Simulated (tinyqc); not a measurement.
What each parameter does: nanosheet or nanowire with hard walls, valleys of the Si type.

Six ellipsoidal valleys along the cube axes: inverse mass tensor w = 1/mt + (1/ml - 1/mt) a a^T with a the unit axis. Device axes: x along the channel, z = [001], y = z x x.

Hard walls around a W x H rectangle. The block w_c of w in (y, z) confines; the transport mass follows from 1/m_x = w_xx - w_xc w_c^-1 w_cx. The cross-section problem c (w_yy ky^2 + 2 w_yz ky kz + w_zz kz^2), c = hbar^2/2m0, is solved in products sin(n pi y/W) sin(l pi z/H), n, l = 1 to 12; if w_yz = 0 the levels are c pi^2 (w_yy n^2/W^2 + w_zz l^2/H^2). The w_yz term couples (n, l) to (n', l') by -2 c w_yz D_nn'(W) D_ll'(H) with D_nm(L) = 4 n m/(L (n^2 - m^2)) for n + m odd and 0 otherwise.

Without degeneracy the line density is N1 exp((EF - Ec)/kB T) with N1 = sum 2 g sqrt(m_x kB T/(4 pi c)) exp(-E/kB T), here over n, l up to 80 where w_yz = 0 and over all levels of a 12 x 12 sine basis otherwise; the classical value is W H Nc with Nc = 2 g_all (m_dos kB T/(4 pi c))^(3/2), m_dos = (ml mt^2)^(1/3); dVt = kB T ln(W H Nc/N1).

Constants: hbar^2/2m0 = 3.80998211 eV angstrom^2; kB = 8.617333262e-05 eV/K.

Inputs chosen for the exercise (near those of Si; shifted at random, so the results belong to these values and not to a real crystal): ml = 0.921 m0 (longitudinal mass); mt = 0.193 m0 (transverse mass); T = 350 K (temperature); g_all = 6 (number of valleys); channel = 110 (transport direction x on a (001) wafer); W = 240 angstrom (width, along y); H = 40 angstrom (height, along z = [001]).

E1 and E2 are the two lowest subband edges over all groups.

One parameter was then changed.

Results before and after:

| case | E1 (eV) | E2 - E1 (meV) | m_x of lowest (m0) | dVt (mV) |
|---|---|---|---|---|
| base | 0.0289 | 10.1 | 0.193 | 56.7 |
| changed | 0.0293 | 11.3 | 0.174 | 58.5 |

Which of these changes was made? (a) mt = 0.174 m0; (b) H = 48 angstrom; (c) ml = 1.013 m0; (d) W = 230 angstrom; (e) T = 400 K.

Answer: (a) mt = 0.174 m0. Of the candidates, run in turn, only this one gives the changed row.

All candidates:

| case | E1 (eV) | E2 - E1 (meV) | m_x of lowest (m0) | dVt (mV) |
|---|---|---|---|---|
| base | 0.0289 | 10.1 | 0.193 | 56.7 |
| W = 230 angstrom | 0.0292 | 11.0 | 0.193 | 57.0 |
| H = 48 angstrom | 0.0211 | 10.1 | 0.193 | 45.9 |
| T = 400 K | 0.0289 | 10.1 | 0.193 | 59.7 |
| ml = 1.013 m0 | 0.0266 | 10.1 | 0.193 | 55.4 |
| mt = 0.174 m0 | 0.0293 | 11.3 | 0.174 | 58.5 |

Run: tinyqc, `OMP_NUM_THREADS=1 python tinyqc.py 1281935 1281936 out.jsonl`; Intel(R) Xeon(R) Processor @ 2.30GHz, one thread, shared host; about 0.06 s of CPU time with all checks.
